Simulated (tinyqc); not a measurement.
Transfer length from front and end resistance.

Inverse problem. A contact of length d and width W has Rc = (Rsh Lt/W) coth(d/Lt) and Re = (Rsh Lt/W)/sinh(d/Lt), with Rsh the sheet resistance under the metal and Lt = sqrt(rc/Rsh). Find Lt, Rsh and rc.

Parameters, values chosen for the exercise:
```
symbol  value  unit         meaning
d        0.95    um  contact length
W          92    um   contact width
```

Rc = 6.4715973 ohm
Re = 5.8623710 ohm

Solution. Rc/Re = cosh(d/Lt) gives Lt, and Re then gives Rsh.

Lt = 2.10 um
Rsh = 120 ohm/sq
rc = 5.30e-6 ohm cm^2

Program tinyqc, `OMP_NUM_THREADS=1 python tinyqc.py 2760036 2760037 out.jsonl`; Intel Xeon 2.30GHz, shared host, one thread, about 0.01 s.
